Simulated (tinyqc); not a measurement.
Scale length and barrier from the threshold roll-off.

Question. For L well above Lambda the threshold falls by 2 m sqrt(A (A + Vds)) exp(-pi L/(2 Lambda)), A being the height of the source potential over the barrier top; the two values follow this form. Find Lambda and A.

Inputs (values chosen for the exercise):
- m = 1.28 (long-channel body factor)
- Vds = 0.6 V (drain voltage)

threshold lowering at L = 51 and 82 nm (mV): 72.762354  10.923170

Solution. The ratio of the two values gives Lambda; the prefactor gives A (A + Vds), a quadratic with one positive root.

Lambda = 25.7 nm
A = 0.410 V

Program tinyqc, `OMP_NUM_THREADS=1 python tinyqc.py 2420063 2420064 out.jsonl`; Intel Xeon 2.30GHz, shared host, one thread, about 0.01 s.
